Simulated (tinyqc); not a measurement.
# Charge-trap memory cell, step by step

tinyqc, about 0.04 s, one thread, Intel Xeon 2.30GHz (shared host): `OMP_NUM_THREADS=1 python tinyqc.py 2130016 2130017 out.jsonl` Printed values are rounded.

Channel, tunnel oxide, storage layer, blocking layer, gate. N electrons per area sit in a sheet at the centroid and shift the threshold by U = (q/eps0) N (tb/eb + xc tn/en). EOT = t1 + 3.9 (tn/en + tb/eb); tunnel field F = (Vg - U)/EOT; dN/dt = eta (J/q)(1 - N/Nm). Fowler-Nordheim: J = A F^2 exp(-B/F), A = q^2/(16 pi^2 hbar mo phi) (times 1e14 for A/cm^2 with F in V/nm, emitter mass m0), B = (4/3) sqrt(mo/C) phi^1.5, C = hbar^2/(2 m0).

Parameters, values chosen for the exercise; oxide values close to those of silicon dioxide, storage layer close to silicon nitride, blocking layer close to aluminium oxide:
```
symbol,value,unit,meaning
phi,3.15,eV,tunnel barrier
mo,0.49,m0,tunnelling mass
t1,4.5,nm,tunnel oxide (permittivity 3.9)
tn,8.4,nm,storage layer
en,7.1,,its relative permittivity
tb,9.8,nm,blocking layer
eb,9,,its relative permittivity
xc,0.36,,"charge centroid, share of tn counted from the blocking side"
eta,0.39,,capture efficiency of an empty layer
Nm,2.5e13,cm^-2,trap density
T,398,K,storage temperature
E1,1.02,eV,shallowest trap depth
E2,1.8,eV,deepest trap depth
nu,1e12,1/s,attempt frequency
Vg,14.2,V,gate voltage less flat band and surface potential
d0,0.00015,s,first time step
gr,1.4,,growth of the step
n,11,,steps
```

Constants: q = 1.602176634e-19 C, kB = 1.380649e-23 J/K, hbar = 1.054571817e-34 J s, m0 = 9.1093837015e-31 kg, Vt = kB T/q, eps0 = 8.8541878128e-14 F/cm where lengths are in cm, hbar^2/(2 m0) = 0.0380998212 eV nm^2. Results are converted to the units shown.

Range of the model: The Fowler-Nordheim form needs F t1 above phi; trap-assisted paths and leakage through the blocking layer are left out.

## Constants of the stack

EOT, the shift for 1e12 electrons per cm^2, the shift with all traps full, and the starting field, current and rate.

EOT = 13.3608 nm
shift for 1e12 cm^-2 = 0.274106 V
shift with all traps full = 6.85264 V
F(0) = 1.06281 V/nm
J(0) = 0.00134486 A/cm^2
dN/dt at the start = 3.27365e15 cm^-2 s^-1

## Midpoint steps of growing length

N(half) = N + (d/2) r(N), N(new) = N + d r(N(half)), r = dN/dt; the step starts at d0 and is multiplied by gr each time. Field in the blocking layer (3.9 F + q N/eps0)/eb.

| step | t (s) | N (cm^-2) | U (V) | F (V/nm) | blocking field (V/nm) |
|---|---|---|---|---|---|
| 0 | 0 | 0 | 0.00000 | 1.06281 | 0.460553 |
| 1 | 0.00015 | 4.27261e11 | 0.11711 | 1.05405 | 0.465345 |
| 2 | 0.00036 | 8.88864e11 | 0.24364 | 1.04458 | 0.470522 |
| 3 | 0.000654 | 1.37673e12 | 0.37737 | 1.03457 | 0.475994 |
| 4 | 0.00106560 | 1.88309e12 | 0.51617 | 1.02418 | 0.481673 |
| 5 | 0.00164184 | 2.40111e12 | 0.65816 | 1.01355 | 0.487483 |
| 6 | 0.00244858 | 2.92513e12 | 0.80179 | 1.00280 | 0.493360 |
| 7 | 0.00357801 | 3.45067e12 | 0.94585 | 0.99202 | 0.499254 |
| 8 | 0.00515921 | 3.97432e12 | 1.08939 | 0.98128 | 0.505127 |
| 9 | 0.00737289 | 4.49360e12 | 1.23172 | 0.97062 | 0.510951 |
| 10 | 0.0104720 | 5.00671e12 | 1.37237 | 0.96010 | 0.516706 |
| 11 | 0.0148109 | 5.51241e12 | 1.51098 | 0.94972 | 0.522378 |

A converged integration gives U = 1.525 V at the last time; the steps are 0.91 % below that. The tunnel field falls by 10.6 % while the blocking field rises by 13.4 %.

## Retention after ten years

Retention: filled traps are spread evenly in depth from E1 to E2, and each empties at the rate nu exp(-E/kB T). The share left is the mean of exp(-nu t exp(-E/kB T)) = [kB T/(E2 - E1)] [E1x(nu t exp(-E2/kB T)) - E1x(nu t exp(-E1/kB T))], E1x the exponential integral; traps shallower than about Ed = kB T ln(nu t) are empty. t = 3.15576e8 s.

Ed = 1.61885 eV
share left = 0.207087
loss a decade while Ed lies between E1 and E2, kB T ln 10/(E2 - E1) = 0.101246

The sharp-edge estimate (E2 - Ed)/(E2 - E1) is 0.232; the true edge lies 0.577 kB T deeper.
